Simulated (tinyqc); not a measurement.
## p-n diode, drift-diffusion by the Gummel loop with Scharfetter-Gummel fluxes: effect of the donor density of the n side at fixed bias

Abrupt junction at x = 0, p side from -Lp, n side to Ln, ohmic contacts. psi is counted from the intrinsic level; n = ni exp((psi - phin)/Vt), p = ni exp((phip - psi)/Vt). Contacts: p side psi = V - Vt ln(Na/ni), p = Na, n = ni^2/Na; n side psi = Vt ln(Nd/ni), n = Nd, p = ni^2/Nd. Constant mobilities, D = mu Vt, Boltzmann statistics, SRH recombination through a mid-gap level, U = (n p - ni^2)/(tp (n + ni) + tn (p + ni)). Current is positive from the p contact to the n contact.

ni = sqrt(Nc Nv) exp(-Eg/(2 Vt)), Eg in volts. Poisson and both continuity equations are solved self-consistently with Scharfetter-Gummel fluxes on a graded mesh of 500 nodes. J_scr is q times the integral of U between -xp and xn. Ideal diffusion current J_id = q ni^2 [Dn coth(wp/Le)/(Le Na) + Dp coth(wn/Lh)/(Lh Nd)] (exp(V/Vt) - 1), Le = sqrt(Dn tn), Lh = sqrt(Dp tp), wp = Lp - xp, wn = Ln - xn, with xp and xn from the depletion approximation (W = sqrt(2 eps0 eps_r (Vbi - V)(1/Na + 1/Nd)/q), xp = W Nd/(Na + Nd), xn = W Na/(Na + Nd), Vbi = Vt ln(Na Nd/ni^2)). Ideality factor = 0.004 V/(Vt ln[J(V + 0.004 V)/J(V)]).

Inputs (values chosen for the exercise); band and dielectric values close to those of silicon:
- T = 300 K (temperature)
- Eg = 1.13 eV (band gap)
- eps_r = 11.6 (relative permittivity)
- Nc = 2.75e19 cm^-3 (conduction-band density of states at T)
- Nv = 2.67e19 cm^-3 (valence-band density of states at T)
- Na = 9.5e15 cm^-3 (acceptor density of the p side)
- mun = 1000 cm^2/(V s) (electron mobility)
- mup = 340 cm^2/(V s) (hole mobility)
- tn = 4e-7 s (SRH lifetime of electrons)
- tp = 1e-7 s (SRH lifetime of holes)
- Lp = 0.97 um (length of the p side)
- Ln = 1.1 um (length of the n side)
- G = 0 cm^-3 s^-1 (uniform generation rate)
- V = 0.34 V (bias of the p contact)

Constants: q = 1.602176634e-19 C, kB = 1.380649e-23 J/K, Vt = kB T/q, eps0 = 8.8541878128e-14 F/cm where lengths are in cm. Results are converted to the units shown.

Results:
```
Nd (cm^-3)	J (A/cm^2)	ideality factor	J_scr/J (%)	J_id (A/cm^2)	share recombining at the contacts (%)	larger minority/doping at -xp and xn
2e16	2.53e-4	1.02	3.61	2.47e-4	96.3	6.58e-7
3.9e16	2.45e-4	1.03	3.68	2.40e-4	96.3	6.51e-7
7.8e16	2.42e-4	1.03	3.71	2.38e-4	96.2	6.47e-7
3e17	2.43e-4	1.03	3.70	2.39e-4	96.3	6.36e-7
6e17	2.44e-4	1.03	3.69	2.40e-4	96.3	6.27e-7
```

Estimate the missing row, Nd = 1.5e17 cm^-3.

Computed row:
```
Nd (cm^-3)	J (A/cm^2)	ideality factor	J_scr/J (%)	J_id (A/cm^2)	share recombining at the contacts (%)	larger minority/doping at -xp and xn
1.5e17	2.42e-4	1.03	3.71	2.38e-4	96.3	6.42e-7
```

With this row back in the table: As Nd rises from 2e16 to 6e17, J goes from 2.53e-4 through a minimum of 2.42e-4 (at Nd = 1.5e17 among the rows listed) to 2.44e-4 A/cm^2, the share of the depleted layer goes from 3.61 through a maximum of 3.71 (at Nd = 1.5e17 among the rows listed) to 3.69 % and the share lost at the contacts stays near 96.3 %. The exponent d ln J/d ln Nd is -0.05 between the first two rows and 0.00 between the last two. J less J_scr is 2.3 % below J_id in the last row.

tinyqc, about 0.2 s, one thread, Intel Xeon 2.30GHz (shared host): `OMP_NUM_THREADS=1 python tinyqc.py 2240113 2240114 out.jsonl`
